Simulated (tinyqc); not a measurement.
On-chip interconnect, size-dependent resistivity and RC delay: one step of the calculation.

A rectangular line between two neighbours and two ground planes. Surface and grain-boundary scattering are added to the bulk resistivity as corrections; capacitances are parallel-plate values without fringing; inductance is ignored.

Problem. Resistivity, resistance and capacitance per length. Metal width x = wd - 2 tl, height y = AR wd - tl; grain boundaries (Mayadas-Shatzkes): al = (lam/(gr x)) Rg/(1 - Rg), g = 1/[1 - 3 al/2 + 3 al^2 - 3 al^3 ln(1 + 1/al)] - 1; surfaces (Fuchs-Sondheimer, thick limit): s = (3/8) lam (1 - ps)(1/x + 1/y); rho = rho0 (1 + g + s); r = rho/(x y); c = eps0 ek (2 wd/hd + 2 Mf AR wd/sp).

Parameters, values chosen for the exercise; metal values close to those of copper: bulk resistivity rho0 = 1.63 uohm cm; bulk mean free path lam = 38.8 nm; specular share of surface scattering ps = 0; reflection coefficient of grain boundaries Rg = 0.45; grain size over the metal width gr = 1; drawn line width wd = 58 nm; aspect ratio, height over width AR = 2.3; liner on both walls and the bottom, not conducting tl = 2.7 nm; space to the neighbouring lines sp = 58 nm; dielectric height to the planes above and below hd = 130 nm; relative permittivity of the dielectric ek = 3; Miller factor of the neighbours Mf = 2.

Constants: eps0 = 8.8541878128e-12 F/m. Results are converted to the units shown.

Wanted: x; y; al; g; s; rho; r; c.

Solution.

x = 52.600 nm
y = 130.70 nm
al = 0.60353
g = 0.84160
s = 0.38794
rho = 3.6342 uohm cm
r = 5.2862 ohm/um
c = 0.26808 fF/um

tinyqc, about 0.01 s, one thread, Intel Xeon 2.30GHz (shared host): `OMP_NUM_THREADS=1 python tinyqc.py 2100162 2100163 out.jsonl`
